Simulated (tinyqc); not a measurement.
Strain-driven roughening and islands of a mismatched epitaxial film: one step, computed by the program tinyqc. Command: `OMP_NUM_THREADS=1 python tinyqc.py 3001743 3001744 out.jsonl island walk`. One thread of a shared host (Intel(R) Xeon(R) Processor @ 2.30GHz), about 0.01 s of CPU time with the checks.

Film and substrate share isotropic elastic constants; the film is coherent and biaxially strained.

Problem. Asaro-Tiller-Grinfeld instability. A ripple A cos(k x) has the surface chemical potential per volume [gamma k^2 - 2 (1 + nu) w k] A cos(k x), so k_c = 2 (1 + nu) w/gamma. With surface diffusion the amplitude grows at the rate q = B k^2 [2 (1 + nu) w k - gamma k^2], fastest at k_m = (3/4) k_c. B is the surface mobility.

Inputs (values chosen for the exercise, for a model film): Poisson ratio nu = 0.29; surface energy gamma = 0.865 J/m^2; surface mobility D_s nu_s Omega^2/(k_B T) = 4e-34 m^6/(J s).

Transport: surface diffusion.

energy density w = 334.3303 MJ/m^3

Give: k_c; critical wavelength; fastest wavelength; growth time 1/q at k_m.

Solution.

k_c = 0.9972 1/nm

critical wavelength = 6.301 nm

fastest wavelength = 8.401 nm

growth time 1/q at k_m = 0.02771 s

Caution: a wavelength of a few nanometres is at the limit of continuum theory, where steps and facets rule.
